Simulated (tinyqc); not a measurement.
Inside a calculation. Method: tight binding, honeycomb lattice. One step of it, computed by the program tinyqc.

Task: Levels at k. Diagonalise the Hermitian matrix.

H(k) at k (eV):
```
                     A                    B
A             1.120784  -3.287290-0.285623i
B  -3.287290+0.285623i            -1.233366
```

Give: eigenvalues; weights |c|^2 of the basis functions.

Result:

eigenvalues (eV): -3.5596  3.4470

weights |c|^2 of the basis functions:
```
   band 1  band 2
A  0.3320  0.6680
B  0.6680  0.3320
```
